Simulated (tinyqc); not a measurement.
Length of a polyene: Hueckel, PPP and singles CI along the polyenes. Computed by the program tinyqc. Hueckel uses the same beta without repulsion; CIS keeps all single excitations and so misses the low, doubly excited 2Ag state. W is the valence ionisation energy of a centre, MN the Mataga-Nishimoto formula, f the oscillator strength.

All-trans chains of carbon centres 1.40 angstrom apart:
```
parameter,value
"beta (eV), times 1 +/- alternation",-2.240000
alternation,0.050000
W (eV),11.160000
gamma_rr (eV),10.250000
repulsion formula,Ohno
```

Gaps and excitations (eV):
```
centres,Hueckel gap,PPP orbital gap,bright singlet (CIS),f,lowest triplet (CIS)
2,4.7040,11.9644,6.1988,0.5315,3.2092
4,3.0349,9.5178,4.8656,1.0029,2.2368
6,2.2743,8.2749,4.0742,1.4090,1.7730
8,1.8440,7.5332,3.5606,1.7680,1.5220
10,1.5683,7.0484,3.2053,2.0898,1.3719
12,1.3771,6.7122,2.9488,2.3852,1.2758
```

What does the comparison show, and why?

The Hueckel gap tends to 4 x alternation x |beta| = 0.45 eV for long chains. Exchange opens the PPP orbital gap, and the attraction of electron and hole brings the bright state 3.76 eV below it at 12 centres; the triplet lies 1.67 eV lower still.
